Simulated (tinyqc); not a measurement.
Worked calculation: RHF in the sto-3g basis, for H6, spin multiplicity 1. One step of it, computed by the program tinyqc.

Question. Iteration 1: building the Fock matrix. J_ij = sum D_kl (ij|kl), K_ij = sum D_kl (ik|jl); F = H + J - 0.5 K; E = tr D H + tr D J / 2 - 0.25 tr D K + E_nn.

D at the start, lower triangle:
```
,1H 1s,2H 1s,3H 1s,4H 1s,5H 1s,6H 1s
1H 1s,0.938729
2H 1s,0.096976,0.910308
3H 1s,0.015757,0.089096,0.915527
4H 1s,-0.001974,0.013542,0.097332,0.915578
5H 1s,0.000412,0.008796,0.013531,0.089075,0.910264
6H 1s,-0.000483,0.000410,-0.001997,0.015750,0.096979,0.938668
```

core Hamiltonian H = T + V (hartree), lower triangle:
```
,1H 1s,2H 1s,3H 1s,4H 1s,5H 1s,6H 1s
1H 1s,-1.733082
2H 1s,-1.438882,-1.914468
3H 1s,-0.144748,-0.453944,-2.065682
4H 1s,-0.037123,-0.149046,-1.597241,-2.065587
5H 1s,-0.000663,-0.004445,-0.148770,-0.453241,-1.914831
6H 1s,-0.000078,-0.000665,-0.037121,-0.144744,-1.440446,-1.733772
```

Two-electron integrals (ij|kl) in chemists' order, unique and non-zero (hartree):
```
i,j,k,l,(ij|kl)
1,1,1,1,0.774606
2,1,1,1,0.455477
2,1,2,1,0.310358
2,2,1,1,0.577161
2,2,2,1,0.455477
2,2,2,2,0.774606
3,1,1,1,0.025950
3,1,2,1,0.019832
3,1,2,2,0.033273
3,1,3,1,0.001832
3,2,1,1,0.069705
3,2,2,1,0.057095
3,2,2,2,0.103435
3,2,3,1,0.006210
3,2,3,2,0.022355
3,3,1,1,0.221708
3,3,2,1,0.176122
3,3,2,2,0.314419
3,3,3,1,0.025950
3,3,3,2,0.103435
3,3,3,3,0.774606
4,1,1,1,0.005077
4,1,2,1,0.003999
4,1,2,2,0.006933
4,1,3,1,0.000414
4,1,3,2,0.001461
4,1,3,3,0.006931
4,1,4,1,0.000098
4,2,1,1,0.017724
4,2,2,1,0.014405
4,2,2,2,0.026005
4,2,3,1,0.001687
4,2,3,2,0.006222
4,2,3,3,0.033333
4,2,4,1,0.000415
4,2,4,2,0.001839
4,3,1,1,0.130146
4,3,2,1,0.101193
4,3,2,2,0.176333
4,3,3,1,0.014393
4,3,3,2,0.057167
4,3,3,3,0.456052
4,3,4,1,0.004002
4,3,4,2,0.019890
4,3,4,3,0.311040
4,4,1,1,0.170421
4,4,2,1,0.130045
4,4,2,2,0.221801
4,4,3,1,0.017696
4,4,3,2,0.069745
4,4,3,3,0.577539
4,4,4,1,0.005077
4,4,4,2,0.026005
4,4,4,3,0.456052
4,4,4,4,0.774606
5,1,1,1,0.000048
5,1,2,1,0.000038
5,1,2,2,0.000067
5,1,3,1,4.93e-06
5,1,3,2,0.000019
5,1,3,3,0.000118
5,1,4,1,1.28e-06
5,1,4,2,0.000006
5,1,4,3,0.000075
5,1,4,4,0.000103
5,1,5,1,2.10e-08
5,2,1,1,0.000307
5,2,2,1,0.000239
5,2,2,2,0.000418
5,2,3,1,0.000032
5,2,3,2,0.000121
5,2,3,3,0.000820
5,2,4,1,0.000008
5,2,4,2,0.000040
5,2,4,3,0.000555
5,2,4,4,0.000820
5,2,5,1,1.49e-07
5,2,5,2,1.10e-06
5,3,1,1,0.009214
5,3,2,1,0.006936
5,3,2,2,0.011652
5,3,3,1,0.000893
5,3,3,2,0.003433
5,3,3,3,0.025950
5,3,4,1,0.000248
5,3,4,2,0.001230
5,3,4,3,0.019850
5,3,4,4,0.033266
5,3,5,1,4.93e-06
5,3,5,2,0.000040
5,3,5,3,0.001832
5,4,1,1,0.027331
5,4,2,1,0.020306
5,4,2,2,0.033600
5,4,3,1,0.002497
5,4,3,2,0.009445
5,4,3,3,0.069623
5,4,4,1,0.000692
5,4,4,2,0.003434
5,4,4,3,0.057067
5,4,4,4,0.103252
5,4,5,1,0.000014
5,4,5,2,0.000121
5,4,5,3,0.006201
5,4,5,4,0.022284
5,5,1,1,0.110939
5,5,2,1,0.080790
5,5,2,2,0.130693
5,5,3,1,0.009214
5,5,3,2,0.033645
5,5,3,3,0.221708
5,5,4,1,0.002455
5,5,4,2,0.011671
5,5,4,3,0.176248
5,5,4,4,0.314243
5,5,5,1,0.000048
5,5,5,2,0.000418
5,5,5,3,0.025950
5,5,5,4,0.103252
5,5,5,5,0.774606
6,1,1,1,4.37e-06
6,1,2,1,3.39e-06
6,1,2,2,0.000006
6,1,3,1,4.51e-07
6,1,3,2,1.74e-06
6,1,3,3,0.000012
6,1,4,1,1.21e-07
6,1,4,2,5.82e-07
6,1,4,3,0.000008
6,1,4,4,0.000012
6,1,5,2,1.61e-08
6,1,5,3,5.81e-07
6,1,5,4,1.73e-06
6,1,5,5,0.000006
6,2,1,1,0.000037
6,2,2,1,0.000028
6,2,2,2,0.000048
6,2,3,1,3.71e-06
6,2,3,2,0.000014
6,2,3,3,0.000103
6,2,4,1,1.02e-06
6,2,4,2,4.96e-06
6,2,4,3,0.000075
6,2,4,4,0.000118
6,2,5,1,1.92e-08
6,2,5,2,1.49e-07
6,2,5,3,0.000006
6,2,5,4,0.000019
6,2,5,5,0.000067
6,2,6,2,2.12e-08
6,3,1,1,0.001991
6,3,2,1,0.001481
6,3,2,2,0.002456
6,3,3,1,0.000183
6,3,3,2,0.000694
6,3,3,3,0.005077
6,3,4,1,0.000051
6,3,4,2,0.000249
6,3,4,3,0.004002
6,3,4,4,0.006931
6,3,5,1,1.01e-06
6,3,5,2,0.000008
6,3,5,3,0.000414
6,3,5,4,0.001459
6,3,5,5,0.006931
6,3,6,1,1.21e-07
6,3,6,2,1.29e-06
6,3,6,3,0.000098
6,4,1,1,0.007630
6,4,2,1,0.005622
6,4,2,2,0.009217
6,4,3,1,0.000671
6,4,3,2,0.002502
6,4,3,3,0.017696
6,4,4,1,0.000183
6,4,4,2,0.000895
6,4,4,3,0.014393
6,4,4,4,0.025950
6,4,5,1,3.70e-06
6,4,5,2,0.000032
6,4,5,3,0.001684
6,4,5,4,0.006201
6,4,5,5,0.033266
6,4,6,1,4.51e-07
6,4,6,2,4.95e-06
6,4,6,3,0.000414
6,4,6,4,0.001832
6,5,1,1,0.069487
6,5,2,1,0.050313
6,5,2,2,0.080878
6,5,3,1,0.005627
6,5,3,2,0.020356
6,5,3,3,0.130146
6,5,4,1,0.001483
6,5,4,2,0.006956
6,5,4,3,0.101269
6,5,4,4,0.176248
6,5,5,1,0.000028
6,5,5,2,0.000240
6,5,5,3,0.014393
6,5,5,4,0.057067
6,5,5,5,0.456052
6,5,6,1,3.39e-06
6,5,6,2,0.000038
6,5,6,3,0.004002
6,5,6,4,0.019850
6,5,6,5,0.311040
6,6,1,1,0.096389
6,6,2,1,0.069426
6,6,2,2,0.110962
6,6,3,1,0.007630
6,6,3,2,0.027375
6,6,3,3,0.170421
6,6,4,1,0.001991
6,6,4,2,0.009232
6,6,4,3,0.130146
6,6,4,4,0.221708
6,6,5,1,0.000037
6,6,5,2,0.000307
6,6,5,3,0.017696
6,6,5,4,0.069623
6,6,5,5,0.577539
6,6,6,1,4.37e-06
6,6,6,2,0.000048
6,6,6,3,0.005077
6,6,6,4,0.025950
6,6,6,5,0.456052
6,6,6,6,0.774606
```

nuclear repulsion = 4.51716498 hartree

Give: Coulomb J; exchange K; Fock matrix F; total energy of this density.

Answer.

Coulomb J (hartree), lower triangle:
```
,1H 1s,2H 1s,3H 1s,4H 1s,5H 1s,6H 1s
1H 1s,1.949
2H 1s,1.366,2.126
3H 1s,0.120,0.407,2.276
4H 1s,0.028,0.124,1.522,2.276
5H 1s,0.000,0.003,0.124,0.406,2.126
6H 1s,0.000,0.000,0.028,0.120,1.368,1.950
```

exchange K (hartree), lower triangle:
```
,1H 1s,2H 1s,3H 1s,4H 1s,5H 1s,6H 1s
1H 1s,1.104
2H 1s,0.944,1.129
3H 1s,0.136,0.279,1.133
4H 1s,0.053,0.136,0.953,1.133
5H 1s,0.004,0.013,0.136,0.278,1.130
6H 1s,0.001,0.004,0.053,0.135,0.945,1.105
```

Fock matrix F (hartree), lower triangle:
```
,1H 1s,2H 1s,3H 1s,4H 1s,5H 1s,6H 1s
1H 1s,-0.336
2H 1s,-0.545,-0.353
3H 1s,-0.093,-0.187,-0.356
4H 1s,-0.035,-0.093,-0.551,-0.356
5H 1s,-0.002,-0.008,-0.093,-0.186,-0.353
6H 1s,-0.001,-0.002,-0.035,-0.093,-0.546,-0.337
```

total energy of this density = -2.42936 hartree

This density is the starting one; it is not idempotent, so its energy is not variational and may lie below the converged one.
